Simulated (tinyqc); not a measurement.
# Junction parameters from two forward currents

Inverse problem. D(v) = J1 (exp(v/Vt) - 1) + J2 (exp(v/(2 Vt)) - 1). Find J1, J2 and the voltage 2 Vt ln(J2/J1) near which both parts are equal.

Parameters, values chosen for the exercise:
```
symbol  value  unit      meaning
T         330     K  temperature
```

Constants: q = 1.602176634e-19 C, kB = 1.380649e-23 J/K, Vt = kB T/q. Results are converted to the units shown.

junction voltages (V): [0.31, 0.69]
currents (uA/um): [5.7566217e-7, 0.14514486]

Answer. The current is linear in J1 and J2, so two points give two equations.

J1 = 4.20e-12 uA/um
J2 = 1.50e-9 uA/um
crossover = 0.334 V

Numbers from tinyqc (`OMP_NUM_THREADS=1 python tinyqc.py 2182134 2182135 out.jsonl`; about 0.2 s on one thread of a shared Intel Xeon 2.30GHz).
